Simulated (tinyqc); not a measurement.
Threshold of a short bulk MOSFET: charge sharing, barrier lowering, narrow width: one step of the calculation.

n-channel device on a p-type body, depletion approximation, full ionisation. Uniform doping N = Na. Vbi from Boltzmann statistics is rough for the degenerate source. Cox = eps0 eox/tox.

Question. Short-channel and narrow-width shifts. Charge sharing (trapezoid; it ignores Vds): F = (xj/L)(sqrt(1 + 2 Wd/xj) - 1), lowering = body term times F. Barrier lowering: th = exp(-L/(2 l)) + 2 exp(-L/l), lowering = th [2 (Vbi - 2 pB) + Vds], DIBL = th. Narrow width: rise = body term times xw Wd/W. VT by each model = VT0 - lowering + rise.

Parameters, values chosen for the exercise; band and dielectric values close to those of silicon: junction depth xj = 91 nm; drain-source voltage Vds = 0.05 V; gate width W = 460 nm; shape factor of the fringing depletion at the width edges xw = 0; channel length L = 550 nm.

2 pB = 0.81928487 V
Wd = 114.36735 nm
body term = 0.33048402 V
VT0 = 0.14976888 V
Vbi = 1.0033117 V
l = 51.362342 nm

Give: F; lowering by charge sharing; th; lowering of the barrier; DIBL; narrow-width rise; VT, charge sharing; VT, barrier lowering.

Answer.

F = 0.1447
lowering by charge sharing = 47.82 mV
th = 0.004773
lowering of the barrier = 1.996 mV
DIBL = 4.773 mV/V
narrow-width rise = 0 mV
VT, charge sharing = 0.1020 V
VT, barrier lowering = 0.1478 V

L is 10.7 scale lengths. The charge-sharing lowering is 24.0 times the barrier lowering; the first falls off as 1/L and the second exponentially. Both describe the same loss of gate control, so they are alternatives and are not added.

tinyqc, about 0.01 s, one thread, Intel Xeon 2.30GHz (shared host): `OMP_NUM_THREADS=1 python tinyqc.py 2002138 2002139 out.jsonl`
